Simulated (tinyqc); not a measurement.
Worked calculation: LDA (VWN5) atom on a uniform radial grid, spin-unpolarised, for Be+. Computed by tinyqc, a small Python program that keeps every step. Settings: Z = 4, points = 128, R = 10.4, functional = lda,vwn, mixing = 0.4, iteration cap = 80. Command: `OMP_NUM_THREADS=1 python tinyqc.py 31959 31960 out.jsonl` (the two numbers bound the seeds that draw the settings). One thread of a shared host (Intel(R) Xeon(R) Processor @ 2.60GHz), about 0.1 s of CPU time with the checks. Later iterations appear only in the table of the cycle.

## Iteration 1

Spherical atom on a uniform radial grid r_j = j h with h = R/(N + 1), h sum u^2 = 1 and integrals as h times sums, u(0) = u(R) = 0 (atomic units):
```
parameter,value
Z,4
points N,128
R,10.400000
h,0.080620
mixing,0.400000
electrons in 1s,2
electrons in 2s,1
```

Three-point differences turn -u''/2 + [l(l+1)/2r^2 - Z/r + V] u = e u into a tridiagonal matrix (diagonal 1/h^2 + potential, off-diagonal -1/2h^2). D = sum f u^2; the Hartree potential y/r solves y'' = -D/r with y(0) = 0, y(R) = N_e; v_xc comes from rho = D/(4 pi r^2); E = sum f e - int D V + int D (V_H/2 + eps_xc); V(new) = V + mixing (V_H + v_xc - V).

eigenvalues (hartree): 1s -7.802172, 2s -1.987167

Every 8th grid point:
```
r,V in,u(1s),u(2s),D,V_H,v_xc
0.644961,0.000000,0.796274,-0.277975,1.345375,3.789209,-0.694827
1.289922,0.000000,0.125963,-0.870538,0.789570,2.195958,-0.383721
1.934884,0.000000,0.014945,-0.659038,0.434778,1.532127,-0.249991
2.579845,0.000000,0.001576,-0.353074,0.124666,1.160577,-0.144438
3.224806,0.000000,0.000156,-0.160174,0.025656,0.930029,-0.078868
3.869767,0.000000,0.000015,-0.065831,0.004334,0.775213,-0.041508
4.514729,0.000000,1.36e-06,-0.025337,0.000642,0.664489,-0.021161
5.159690,0.000000,1.23e-07,-0.009306,0.000087,0.581430,-0.010474
5.804651,0.000000,1.10e-08,-0.003300,0.000011,0.516827,-0.005052
6.449612,0.000000,9.65e-10,-0.001138,1.30e-06,0.465144,-0.002385
7.094574,0.000000,8.39e-11,-0.000384,1.48e-07,0.422858,-0.001107
7.739535,0.000000,0,-0.000127,1.62e-08,0.387620,-0.000507
8.384496,0.000000,0,-0.000042,1.73e-09,0.357803,-0.000230
9.029457,0.000000,0,-0.000013,1.77e-10,0.332246,-0.000103
9.674419,0.000000,0,-3.96e-06,1.57e-11,0.310096,-0.000044
10.319380,0.000000,0,-3.39e-07,0,0.290715,0.000000
```

total energy = -13.29613092 hartree

## Iteration 2

As before.

eigenvalues (hartree): 1s -6.110728, 2s -1.285534

Every 8th grid point:
```
r,V in,u(1s),u(2s),D,V_H,v_xc
0.644961,1.237753,0.835312,-0.164211,1.422457,3.679421,-0.707028
1.289922,0.724895,0.160091,-0.776650,0.654443,2.142645,-0.362293
1.934884,0.512855,0.023836,-0.718124,0.516838,1.514626,-0.263425
2.579845,0.406455,0.003200,-0.469279,0.220243,1.156420,-0.171282
3.224806,0.340464,0.000406,-0.260662,0.067945,0.929206,-0.105456
3.869767,0.293482,0.000050,-0.131759,0.017360,0.775067,-0.062942
4.514729,0.257331,0.000006,-0.062650,0.003925,0.664465,-0.036709
5.159690,0.228382,6.98e-07,-0.028543,0.000815,0.581426,-0.020975
5.804651,0.204710,8.10e-08,-0.012601,0.000159,0.516826,-0.011761
6.449612,0.185104,9.31e-09,-0.005430,0.000029,0.465144,-0.006484
7.094574,0.168701,1.06e-09,-0.002295,0.000005,0.422858,-0.003523
7.739535,0.154845,1.20e-10,-0.000955,9.12e-07,0.387620,-0.001891
8.384496,0.143029,1.35e-11,-0.000391,1.53e-07,0.357803,-0.001004
9.029457,0.132857,0,-0.000156,2.44e-08,0.332246,-0.000524
9.674419,0.124021,0,-0.000056,3.13e-09,0.310096,-0.000255
10.319380,0.116286,0,-0.000005,2.76e-11,0.290715,-0.000051
```

total energy = -13.57432435 hartree

## Iteration 3

As before.

eigenvalues (hartree): 1s -5.192856, 2s -0.921536

Every 8th grid point:
```
r,V in,u(1s),u(2s),D,V_H,v_xc
0.644961,1.931609,0.855596,-0.104894,1.475092,3.606408,-0.715104
1.289922,1.147078,0.182629,-0.695791,0.550832,2.102217,-0.343704
1.934884,0.808193,0.031011,-0.726693,0.530007,1.497499,-0.265441
2.579845,0.637928,0.004798,-0.535947,0.287285,1.151007,-0.185506
3.224806,0.533779,0.000705,-0.336746,0.113399,0.927767,-0.122875
3.869767,0.460939,0.000100,-0.193025,0.037259,0.774723,-0.079067
4.514729,0.405501,0.000014,-0.104336,0.010886,0.664388,-0.049903
5.159690,0.361210,1.92e-06,-0.054170,0.002934,0.581410,-0.031005
5.804651,0.324852,2.61e-07,-0.027315,0.000746,0.516823,-0.018992
6.449612,0.294527,3.51e-08,-0.013473,0.000182,0.465143,-0.011482
7.094574,0.268954,4.70e-09,-0.006530,0.000043,0.422858,-0.006860
7.739535,0.247199,6.25e-10,-0.003118,0.000010,0.387620,-0.004054
8.384496,0.228537,8.28e-11,-0.001464,2.14e-06,0.357803,-0.002368
9.029457,0.212403,1.09e-11,-0.000665,4.42e-07,0.332246,-0.001352
9.674419,0.198349,0,-0.000264,6.98e-08,0.310096,-0.000707
10.319380,0.186037,0,-0.000026,6.77e-10,0.290715,-0.000147
```

total energy = -13.67235588 hartree

## Convergence

Stop when input and output potentials agree to 1e-7.

Course of the cycle (hartree):
```
iteration,E,e(1s),e(2s),largest |V(out) - V(in)|
1,-13.29613092,-7.802172,-1.987167,5.74e+00
2,-13.57432435,-6.110728,-1.285534,3.07e+00
3,-13.67235588,-5.192856,-0.921536,1.62e+00
4,-13.70501021,-4.697248,-0.728507,8.42e-01
5,-13.71552179,-4.430934,-0.624297,4.34e-01
6,-13.71884966,-4.288464,-0.567309,2.26e-01
7,-13.71989870,-4.212556,-0.535884,1.17e-01
8,-13.72023057,-4.172273,-0.518469,6.07e-02
9,-13.72033643,-4.150985,-0.508794,3.17e-02
10,-13.72037056,-4.139789,-0.503413,1.65e-02
11,-13.72038170,-4.133935,-0.500422,8.58e-03
...,...,...,...,...
24,-13.72038723,-4.127797,-0.496714,6.38e-06
25,-13.72038723,-4.127798,-0.496713,4.19e-06
26,-13.72038723,-4.127799,-0.496713,2.72e-06
27,-13.72038723,-4.127799,-0.496713,1.75e-06
28,-13.72038723,-4.127800,-0.496713,1.12e-06
29,-13.72038723,-4.127800,-0.496713,7.09e-07
30,-13.72038723,-4.127800,-0.496713,4.48e-07
31,-13.72038723,-4.127800,-0.496713,2.82e-07
32,-13.72038723,-4.127800,-0.496713,1.77e-07
33,-13.72038723,-4.127801,-0.496713,1.10e-07
34,-13.72038723,-4.127801,-0.496713,6.89e-08
```

Converged in 34 iterations. A uniform grid resolves the cusp poorly: for a bare nucleus this grid gives 1s at -7.80217 against -Z^2/2 = -8 hartree. Before convergence this energy mixes input and output and is not variational, so it may rise towards its limit.
